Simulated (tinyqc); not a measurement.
## Germanium share from the critical thickness

Problem. Critical thickness (Matthews-Blakeslee, 60-degree dislocations): h = bv (1 - nu/4)[ln(h/bv) + 1]/(4 pi e_par (1 + nu)), nu = c12/(c11 + c12). e_par = b1 x. Find e_par and x.

Values chosen for this exercise:
- b1 = 0.0418 (lattice mismatch per unit x)
- c11 = 167 GPa (elastic constant)
- c12 = 63.9 GPa (elastic constant)
- bv = 0.384 nm (Burgers vector)

critical thickness = 15.689774 nm

Solution. For given h the relation is explicit in the strain.

e_par = 0.669 %
x = 0.160

Numbers from tinyqc (`OMP_NUM_THREADS=1 python tinyqc.py 2530020 2530021 out.jsonl`; about 0.01 s on one thread of a shared Intel Xeon 2.30GHz).
